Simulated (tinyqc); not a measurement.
Carrier lifetime of an n-type layer with SRH, radiative, Auger and surface recombination: lifetime against injection.

Uniform excess density dn = dp (no trapping), n = n0 + dn, p = p0 + dn, Boltzmann statistics, full ionisation. Surfaces enter as a rate 2 S dn/d, which holds while diffusion to them is fast.

ni = sqrt(Nc Nv) exp(-Eg/(2 Vt)), Eg in volts; majority density N/2 + sqrt(N^2/4 + ni^2), n0 p0 = ni^2; n1 = Nc exp(-Et/Vt), p1 = Nv exp((Et - Eg)/Vt); tn0 = 1/(sn vth Nt), tp0 = 1/(sp vth Nt). With e = n p - ni^2 = dn (n0 + p0 + dn): U_SRH = e/(tp0 (n + n1) + tn0 (p + p1)), U_rad = B e, U_Aug = (Cn n + Cp p) e, U_s = 2 S dn/d. Each tau is dn over its rate; tau = dn/U with U the sum.

Values chosen for this exercise; band and dielectric values close to those of silicon: temperature T = 350 K; band gap Eg = 1.1 eV; conduction-band density of states at T Nc = 3.53e19 cm^-3; valence-band density of states at T Nv = 3.3e19 cm^-3; radiative coefficient B = 4.69e-15 cm^3/s; donor density N = 9.5e14 cm^-3; Auger coefficient (two electrons) Cn = 2.4e-31 cm^6/s; Auger coefficient (two holes) Cp = 1.7e-31 cm^6/s; trap density Nt = 6e10 cm^-3; capture cross-section for electrons sn = 7e-17 cm^2; capture cross-section for holes sp = 2e-17 cm^2; thermal velocity (both carriers) vth = 2e7 cm/s; trap level below the conduction band Et = 0.67 eV; surface recombination velocity (both faces) S = 800 cm/s; sample thickness d = 6 um.

Constants: q = 1.602176634e-19 C, kB = 1.380649e-23 J/K, Vt = kB T/q. Results are converted to the units shown.

The same in every row: tau_s (s) = 3.750e-7.

Results:
```
dn (cm^-3)	tau_SRH (s)	tau_rad (s)	tau_Aug (s)	tau (s)	radiative share (%)	largest path
1e11	0.04193	0.2244	4.615	3.750e-7	1.671e-4	surface
1e12	0.04195	0.2242	4.604	3.750e-7	1.673e-4	surface
1e13	0.04205	0.2221	4.488	3.750e-7	1.688e-4	surface
1e14	0.04304	0.2031	3.540	3.750e-7	1.847e-4	surface
1e15	0.04790	0.1093	0.8038	3.750e-7	3.430e-4	surface
1e16	0.05256	0.01947	0.02110	3.750e-7	0.001926	surface
1e17	0.05346	0.002112	2.403e-4	3.743e-7	0.01772	surface
1e19	0.05357	2.132e-5	2.439e-8	2.287e-8	0.1073	Auger
```

Estimate the missing row, dn = 1e18 cm^-3.

Computed row:
```
dn (cm^-3)	tau_SRH (s)	tau_rad (s)	tau_Aug (s)	tau (s)	radiative share (%)	largest path
1e18	0.05356	2.130e-4	2.435e-6	3.245e-7	0.1523	surface
```

With this row back in the table: Surface recombination leads at dn = 1e11, Auger from 1e19 on. The total lifetime falls from 3.75e-7 to 2.29e-8 s. tau_SRH goes from 0.0419 s (low-injection limit 0.0419 s) to 0.0536 s (high-injection limit tn0 + tp0 = 0.0536 s). Between the last two rows tau_rad goes as dn^(-1.00) and tau_Aug as dn^(-2.00); the radiative share goes from 1.67e-4 through a maximum of 0.152 (at dn = 1e18 among the rows listed) to 0.107 %. For dn = 1e19 the carriers are degenerate, where B and the Auger coefficients no longer stay constant.

tinyqc, about 0.01 s, one thread, Intel Xeon 2.30GHz (shared host): `OMP_NUM_THREADS=1 python tinyqc.py 2300065 2300066 out.jsonl`
